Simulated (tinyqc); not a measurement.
Floating body of a partially depleted SOI transistor: body voltage and kink: transfer curve and swing.

Source at 0 V. Channel current Ic = 2 nf K Vt^2 [F(0) - F(Vd)](1 + la Vd), F(V) = ln^2(1 + exp((Vg - VT - nf V)/(2 nf Vt))), VT = VT0 - gb Vb. Saturation voltage Vs = 2 Vt sqrt(F(0)) + 3 Vt, excess Ve = (Vd - Vs + sqrt((Vd - Vs)^2 + 0.0004 V^2))/2, multiplication M1 = Ai Ve exp(-Bl/Ve). Each junction passes D(v) = J1 (exp(v/Vt) - 1) + J2 (exp(v/(2 Vt)) - 1). Bipolar current Ib = bb J1 (exp(Vb/Vt) - 1). The body settles where M1 (Ic + Ib) = D(Vb) + D(Vb - Vd) + Vb/Rb; drain current Id = (1 + M1)(Ic + Ib) - D(Vb - Vd).

Rows with more than one solution for Vb (latch) are left out; dId/dVd by a forward difference over 1e-4 V, swing = 1e-4 V over the change of log10 Id; M1 under 1e-12 is printed as 0.

Inputs (values chosen for the exercise); values of the order met in partially depleted silicon-on-insulator transistors:

| symbol | value | unit | meaning |
|---|---|---|---|
| T | 398 | K | temperature |
| VT0 | 0.39 | V | threshold at zero body voltage |
| gb | 0.22 |  | fall of the threshold per volt of body voltage |
| nf | 1.19 |  | slope factor |
| K | 190 | uA/(V^2 um) | gain factor per width |
| la | 0.09 | 1/V | channel-length modulation factor |
| Ai | 2.82 | 1/V | impact-ionisation prefactor |
| Bl | 5.6 | V | impact-ionisation voltage |
| J1 | 5.4e-9 | uA/um | diffusion saturation current of each junction |
| J2 | 1.6e-6 | uA/um | recombination saturation current of each junction |
| bb | 1 |  | gain of the lateral bipolar transistor on the diffusion current |
| Rb | 1e9 | kohm um | resistance of a weak body tie to the source (1e9 stands for no tie, and the term is then dropped) |
| Vd | 2.3 | V | drain voltage |

Constants: q = 1.602176634e-19 C, kB = 1.380649e-23 J/K, Vt = kB T/q. Results are converted to the units shown.

Transfer curve and swing:

| Vg (V) | Vb (V) | M1 | Id, floating (uA/um) | Id, grounded (uA/um) | ratio | swing, floating (mV/decade) | swing, grounded (mV/decade) |
|---|---|---|---|---|---|---|---|
| -0.06 | 0.1502 | 0.4841 | 3.687e-5 | 1.705e-5 | 2.162 | 69.99 | 103.9 |
| 0.04 | 0.3581 | 0.4825 | 0.001470 | 1.789e-4 | 8.220 | 61.37 | 95.50 |
| 0.14 | 0.4997 | 0.4756 | 0.04283 | 0.001989 | 21.54 | 77.89 | 96.30 |
| 0.24 | 0.5905 | 0.4539 | 0.5470 | 0.02069 | 26.44 | 108.3 | 101.4 |
| 0.34 | 0.6478 | 0.4117 | 3.025 | 0.1760 | 17.19 | 173.3 | 116.7 |
| 0.44 | 0.6807 | 0.3585 | 8.635 | 1.004 | 8.603 | 281.2 | 154.4 |
| 0.54 | 0.6996 | 0.3052 | 16.85 | 3.502 | 4.811 | 421.2 | 223.9 |
| 0.64 | 0.7108 | 0.2557 | 26.83 | 8.267 | 3.246 | 578.9 | 322.4 |
| 0.74 | 0.7175 | 0.2111 | 38.09 | 15.23 | 2.500 | 743.2 | 439.4 |

Vb rises from 0.150 to 0.718 V. The smallest swing among the rows is 61.4 mV a decade with a floating body (at Vg = 0.04 V) and 95.5 with a grounded one; Vt ln 10 = 79.0. The floating swing is smaller by more than 3 % for Vg = -0.06, 0.04, 0.14 V, where the rising Vb lowers the threshold as Vg rises. In the first row the floating body raises the current by a factor of 2.16.

Range of the model: The multiplication law is an empirical form chosen for the exercise; self-heating and capacitive coupling to the body are left out, and the linear laws are rough once Vb passes about 0.7 V or M1 about 0.1.

tinyqc, about 0.2 s, one thread, Intel Xeon 2.30GHz (shared host): `OMP_NUM_THREADS=1 python tinyqc.py 2182171 2182172 out.jsonl`
